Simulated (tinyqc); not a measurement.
# n-type polysilicon, carrier trapping at grain boundaries: effects of single changes

One-dimensional grains of size Lg, uniform ionised doping N, monovalent traps Qt at each boundary at a depth Et below (for electrons) or above (for holes) the band edge there, abrupt depletion of width W on each side of a boundary, Boltzmann statistics. xi is the distance from the band edge at the grain centre to the Fermi level. Trapped charge Qt/(1 + exp((xi + VB - Et)/Vt)) = 2 N W, barrier VB = q N W^2/(2 eps0 eps_r).

Parameters, values chosen for the exercise; values of the order met in polycrystalline silicon:
- T = 300 K (temperature)
- eps_r = 11.7 (relative permittivity)
- NB = 2.8e19 cm^-3 (conduction-band density of states at T)
- Lg = 41 nm (grain size)
- Qt = 1e12 cm^-2 (trap density of a grain boundary)
- Et = 0.31 eV (depth of the trap level from the majority band edge at the boundary)
- ms = 0.51 m0 (mass for thermionic emission)
- fe = 0.12 (correction factor of the emission rate)
- mug = 93 cm^2/(V s) (mobility inside the grains)
- N = 5.4e16 cm^-3 (doping)

Constants: q = 1.602176634e-19 C, kB = 1.380649e-23 J/K, m0 = 9.1093837015e-31 kg, Vt = kB T/q, eps0 = 8.8541878128e-14 F/cm where lengths are in cm. Results are converted to the units shown.

Each table varies one quantity; the others keep the values above.

## Effect of the doping

If the trap equation with xi = Vt ln(NB/N) has a root W < Lg/2, the grain is partly depleted; otherwise W = Lg/2 and the trap equation gives xi = Et - VB + Vt ln(Qt/(N Lg) - 1). N* = Qt/Lg. n0 = NB exp(-xi/Vt); mean density n0 (1 - 2 W/Lg) by charge balance in a partly depleted grain, and n0 (sqrt(pi)/2) erf(u)/u with u = sqrt(VB/Vt) in a fully depleted one; v = sqrt(kB T/(2 pi ms m0)); barrier resistivity Vt exp(VB/Vt)/(q fe n0 v Lg); grain resistivity (1 - 2 W/Lg)/(q n0 mug); effective mobility 1/(q mean density total resistivity). Rows with xi above 0.45 V, towards mid-gap, are left out, since the other carrier type is ignored.

Effect of the doping:
```
N (cm^-3),N/N*,depleted share 2 W/Lg,VB (V),xi (V),mean density (cm^-3),resistivity (ohm cm),effective mobility (cm^2/(V s))
1.2e16,0.04920,1.000,0.003900,0.3827,9.940e12,9696,64.77
2.5e16,0.1025,1.000,0.008124,0.3580,2.454e13,4393,57.89
5.2e16,0.2132,1.000,0.01690,0.3269,7.404e13,1852,45.53
1.1e17,0.4510,1.000,0.03575,0.2793,3.870e14,610.7,26.41
2.2e17,0.9020,1.000,0.07150,0.1811,1.327e16,54.51,8.628
4.6e17,1.886,0.5292,0.04187,0.1062,2.166e17,1.025,28.13
9.5e17,3.895,0.2566,0.02033,0.08747,7.062e17,0.2537,34.83
2e18,8.200,0.1219,0.009664,0.06822,1.756e18,0.09273,38.33
4.1e18,16.81,0.05949,0.004715,0.04967,3.856e18,0.04088,39.60
8.4e18,34.44,0.02904,0.002301,0.03113,8.156e18,0.01909,40.09
```

As N goes from 1.2e16 to 8.4e18, VB goes from 0.00390 through a maximum of 0.0715 (at N = 2.2e17 among the rows listed) to 0.00230 V, the resistivity falls from 9700 to 0.0191 ohm cm and the effective mobility goes from 64.8 through a minimum of 8.63 (at N = 2.2e17 among the rows listed) to 40.1 cm^2/(V s). The steepest fall of the resistivity among the rows, as N^(-5.4), lies between N = 2.2e17 and 4.6e17 cm^-3; N* = 2.44e17 cm^-3. While the grain is fully depleted VB grows as N; once the traps are full it falls as 1/N. For N = 4.1e18, 8.4e18 xi is under 2.5 Vt, where Boltzmann statistics begin to fail. For N = 1.2e16, 2.5e16, 5.2e16, 9.5e17, 2e18, 4.1e18, 8.4e18 VB is below Vt, where abrupt depletion and thermionic emission are rough. For N = 2.2e17 the grain is near the changeover between partial and full depletion, within a few Debye lengths, where both limits are rough.

## Effect of the trap density of a grain boundary

Same model as above.

N* = Qt/Lg.

Effect of the trap density of a grain boundary:
```
Qt (cm^-2),N/N*,depleted share 2 W/Lg,VB (V),xi (V),mean density (cm^-3),resistivity (ohm cm),effective mobility (cm^2/(V s))
2e11,1.1070,0.89835,0.014162,0.16160,5.4891e15,2.9148,390.11
3.4e11,0.65118,1.0000,0.017549,0.27631,5.1941e14,268.75,44.712
5.7e11,0.38842,1.0000,0.017549,0.30419,1.7671e14,789.95,44.712
9.7e11,0.22825,1.0000,0.017549,0.32394,8.2289e13,1696.4,44.712
1.6e12,0.13837,1.0000,0.017549,0.33973,4.4684e13,3124.0,44.712
2.8e12,0.079071,1.0000,0.017549,0.35592,2.3890e13,5843.3,44.712
4.7e12,0.047106,1.0000,0.017549,0.37019,1.3755e13,10149,44.712
8e12,0.027675,1.0000,0.017549,0.38446,7.9194e12,17627,44.712
```

What does the comparison show, and why?

As Qt goes from 2e11 to 8e12, VB rises from 0.0142 to 0.0175 V, the resistivity rises from 2.91 to 17600 ohm cm and the effective mobility falls from 390 to 44.7 cm^2/(V s). In every row VB is below Vt, where abrupt depletion and thermionic emission are rough. For Qt = 2e11 the grain is near the changeover between partial and full depletion, within a few Debye lengths, where both limits are rough. For Qt = 2e11 the effective mobility exceeds mug, since drift through the depleted part of the grain is left out.

Computed by the program tinyqc: `OMP_NUM_THREADS=1 python tinyqc.py 2830004 2830005 out.jsonl`, one thread of a shared Intel Xeon 2.30GHz, about 0.01 s for the whole run.
